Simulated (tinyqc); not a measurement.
# Floating body of a partially depleted SOI transistor: body voltage and kink: what changes with what

Source at 0 V. Channel current Ic = 2 nf K Vt^2 [F(0) - F(Vd)](1 + la Vd), F(V) = ln^2(1 + exp((Vg - VT - nf V)/(2 nf Vt))), VT = VT0 - gb Vb. Saturation voltage Vs = 2 Vt sqrt(F(0)) + 3 Vt, excess Ve = (Vd - Vs + sqrt((Vd - Vs)^2 + 0.0004 V^2))/2, multiplication M1 = Ai Ve exp(-Bl/Ve). Each junction passes D(v) = J1 (exp(v/Vt) - 1) + J2 (exp(v/(2 Vt)) - 1). Bipolar current Ib = bb J1 (exp(Vb/Vt) - 1). The body settles where M1 (Ic + Ib) = D(Vb) + D(Vb - Vd) + Vb/Rb; drain current Id = (1 + M1)(Ic + Ib) - D(Vb - Vd).

Parameters, values chosen for the exercise; values of the order met in partially depleted silicon-on-insulator transistors: temperature T = 398 K; threshold at zero body voltage VT0 = 0.43 V; fall of the threshold per volt of body voltage gb = 0.2; slope factor nf = 1.36; gain factor per width K = 440 uA/(V^2 um); channel-length modulation factor la = 0.1 1/V; impact-ionisation prefactor Ai = 1.16 1/V; impact-ionisation voltage Bl = 6.6 V; diffusion saturation current of each junction J1 = 2.3e-10 uA/um; recombination saturation current of each junction J2 = 2e-7 uA/um; gain of the lateral bipolar transistor on the diffusion current bb = 3; resistance of a weak body tie to the source (1e9 stands for no tie, and the term is then dropped) Rb = 5000 kohm um; gate voltage Vg = 0.64 V; drain voltage Vd = 1.4 V.

Constants: q = 1.602176634e-19 C, kB = 1.380649e-23 J/K, Vt = kB T/q. Results are converted to the units shown.

Each table varies one quantity; the others keep the values above.

## Output curve and kink

Rows with more than one solution for Vb (latch) are left out; dId/dVd by a forward difference over 1e-4 V, swing = 1e-4 V over the change of log10 Id; M1 under 1e-12 is printed as 0.

Output curve and kink:

| Vd (V) | Vb (V) | M1 | Id, floating (uA/um) | Id, grounded (uA/um) | ratio | dId/dVd, floating (uS/um) | dId/dVd, grounded (uS/um) |
|---|---|---|---|---|---|---|---|
| 0.8 | 1.184e-4 | 2.792e-6 | 8.407 | 8.405 | 1.000 | 0.8196 | 0.7788 |
| 1 | 0.004655 | 1.079e-4 | 8.627 | 8.562 | 1.008 | 1.699 | 0.7909 |
| 1.2 | 0.04179 | 8.958e-4 | 9.339 | 8.724 | 1.070 | 6.523 | 0.8495 |
| 1.4 | 0.2027 | 0.003336 | 12.19 | 8.907 | 1.369 | 27.35 | 0.9914 |
| 1.6 | 0.6392 | 0.007272 | 21.98 | 9.128 | 2.408 | 25.46 | 1.232 |
| 1.8 | 0.7160 | 0.01680 | 25.32 | 9.406 | 2.692 | 14.91 | 1.565 |
| 2 | 0.7515 | 0.03306 | 28.65 | 9.759 | 2.936 | 19.24 | 1.975 |
| 2.2 | 0.7779 | 0.05719 | 33.34 | 10.20 | 3.269 | 28.55 | 2.442 |

What does the table show?

Vb rises from 1.18e-4 to 0.778 V and the ratio of the currents rises from 1.00 to 3.27. The output conductance with a floating body exceeds the grounded value by the largest factor among the rows, 27.6, at Vd = 1.4 V, where Vb = 0.203 V and M1 = 0.00334.

## Transfer curve and swing

Same model as above.

Results:

| Vg (V) | Vb (V) | M1 | Id, floating (uA/um) | Id, grounded (uA/um) | ratio | swing, floating (mV/decade) | swing, grounded (mV/decade) |
|---|---|---|---|---|---|---|---|
| -0.02 | 5.762e-6 | 0.009261 | 1.040e-4 | 1.040e-4 | 1.000 | 108.0 | 108.0 |
| 0.08 | 4.082e-5 | 0.009216 | 8.724e-4 | 8.722e-4 | 1.000 | 108.7 | 108.7 |
| 0.18 | 3.222e-4 | 0.009088 | 0.007133 | 0.007124 | 1.001 | 110.9 | 111.0 |
| 0.28 | 0.002363 | 0.008748 | 0.05447 | 0.05396 | 1.009 | 116.5 | 117.5 |
| 0.38 | 0.01421 | 0.007948 | 0.3604 | 0.3433 | 1.050 | 128.8 | 134.1 |
| 0.58 | 0.1520 | 0.004427 | 6.900 | 5.170 | 1.334 | 213.6 | 231.3 |
| 0.68 | 0.2250 | 0.002732 | 16.52 | 12.14 | 1.360 | 331.1 | 315.8 |
| 0.78 | 0.2384 | 0.001625 | 29.40 | 22.92 | 1.283 | 478.5 | 415.8 |

Estimate the missing row, Vg = 0.48 V.

Computed row:

| Vg (V) | Vb (V) | M1 | Id, floating (uA/um) | Id, grounded (uA/um) | ratio | swing, floating (mV/decade) | swing, grounded (mV/decade) |
|---|---|---|---|---|---|---|---|
| 0.48 | 0.06021 | 0.006433 | 1.884 | 1.605 | 1.174 | 153.5 | 169.9 |

With this row back in the table: Vb rises from 5.76e-6 to 0.238 V. The smallest swing among the rows is 108 mV a decade with a floating body (at Vg = -0.02 V) and 108 with a grounded one; Vt ln 10 = 79.0. The floating swing is smaller by more than 3 % for Vg = 0.38, 0.48, 0.58 V, where the rising Vb lowers the threshold as Vg rises. In the first row the floating body raises the current by a factor of 1.00.

Range of the model: The multiplication law is an empirical form chosen for the exercise; self-heating and capacitive coupling to the body are left out, and the linear laws are rough once Vb passes about 0.7 V or M1 about 0.1.

Program tinyqc, `OMP_NUM_THREADS=1 python tinyqc.py 2182014 2182015 out.jsonl`; Intel Xeon 2.30GHz, shared host, one thread, about 0.2 s.
